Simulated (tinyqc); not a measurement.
# Worked calculation: ellipsometry and reflectance of a transparent film on an absorbing substrate

Computed by the program tinyqc: `OMP_NUM_THREADS=1 python tinyqc.py 2870181 2870182 out.jsonl`, one thread of a shared Intel Xeon 2.30GHz, about 0.7 s for the whole run. Printed values are rounded.

Air (index 1), film, substrate with N2 = n2 - i k2; time factor exp(+i w t). q_j = sqrt(N_j^2 - sin^2 th), root with positive real part. Fresnel coefficients r_s = (q_a - q_b)/(q_a + q_b), r_p = (N_b^2 q_a - N_a^2 q_b)/(N_b^2 q_a + N_a^2 q_b). tan(Psi) exp(i Delta) = R_p/R_s, Delta taken from 0 to 360 degrees.

Parameters, values chosen for the exercise; indices close to those of silicon nitride on silicon: wavelength lam = 632.8 nm; angle of incidence th = 60 degrees; index of the transparent film n1 = 2.019; film thickness d = 17 nm; index of the substrate n2 = 3.882; extinction coefficient of the substrate k2 = 0.019.

## Interface coefficients and thickness period

q0, q1, q2 and the coefficients r01 and r12 for p and s; the results repeat in d with the period lam/(2 q1).

q0 = 0.5
q1 = 1.823831
q2 = 3.784170-0.019491i
r01,p = 0.05550192
r01,s = -0.5696762
r12,p = 0.2810405-0.0021358i
r12,s = -0.3495689+0.0022606i
period = 173.4809 nm

## Psi, Delta and reflectances

beta = 2 pi d q1/lam, X = exp(-2 i beta), R = (r01 + r12 X)/(1 + r01 r12 X) for p and s.

beta = 0.3078556 rad
X = 0.8163629-0.5775392i
R_p = 0.2815851-0.1594718i
R_s = -0.7449138+0.1009429i
Psi = 23.29127 degrees
Delta = 158.1927 degrees
|R_p|^2 = 0.1047214
|R_s|^2 = 0.5650860

The bare substrate gives Psi = 23.38 and Delta = 179.72 degrees.
